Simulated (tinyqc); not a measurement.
Levels of description: finite square well with mass mismatch (envelope functions).

A square well of width L and depth V0, mass mw inside and mb outside, energies from the bottom of the well, c = hbar^2/2m0. k = sqrt(mw E/c), kappa = sqrt(mb (V0 - E)/c). psi and psi'/m are continuous at the walls (BenDaniel-Duke), so level n solves k L + 2 atan[(k/mw)/(kappa/mb)] = n pi.

Non-parabolic bands: mw is replaced by mw (1 + alpha_w E) and mb by mb (1 - alpha_b (V0 - E)), in k, kappa and the matching condition alike.

Constants: hbar^2/2m0 = 3.80998211 eV angstrom^2.

Values chosen for the exercise (near those of a GaAs well in AlGaAs; shifted at random, so the results belong to these values and not to a real crystal):
- L = 149 angstrom (well width)
- V0 = 0.186 eV (barrier height)
- mw = 0.0657 m0 (mass in the well)
- mb = 0.0861 m0 (mass in the barrier)
- alpha_w = 0.62 1/eV (non-parabolicity in the well)
- alpha_b = 0.38 1/eV (non-parabolicity in the barrier)

The same well five ways. mb = mw: the barrier takes the mass of the well. psi' continuous: kappa holds mb but the condition drops the masses, k L + 2 atan(k/kappa) = n pi. The last column is measured against BenDaniel-Duke.

Levels (eV):

| model | E1 | E2 | E3 | E1 - E1(BDD) (meV) |
|---|---|---|---|---|
| infinite walls | 0.0258 | 0.1031 | 0.2320 | 9.9 |
| mb = mw | 0.0167 | 0.0656 | 0.1401 | 0.8 |
| BenDaniel-Duke | 0.0159 | 0.0630 | 0.1371 | 0.0 |
| psi' continuous | 0.0175 | 0.0682 | 0.1431 | 1.6 |
| non-parabolic | 0.0160 | 0.0620 | 0.1308 | 0.1 |

What can be read from this table?

Hard walls put E1 9.9 meV too high. Ignoring the mass step moves it by +0.8 meV and the wrong matching by +1.6 meV: with mb/mw = 1.31, continuity of psi'/m lets the slope outside be 1.31 times the slope inside, which acts like a softer wall. Non-parabolicity shifts E1 by +0.1 meV, the balance of a heavier mass in the well, which lowers it, and a lighter mass deep in the barrier, which hardens the wall. Among the finite wells the largest departure in E1 is that of the model 'psi' continuous'.

(tinyqc, `OMP_NUM_THREADS=1 python tinyqc.py 1282071 1282072 out.jsonl`, Intel(R) Xeon(R) Processor @ 2.30GHz, 1 thread, shared host, about 0.01 s.)
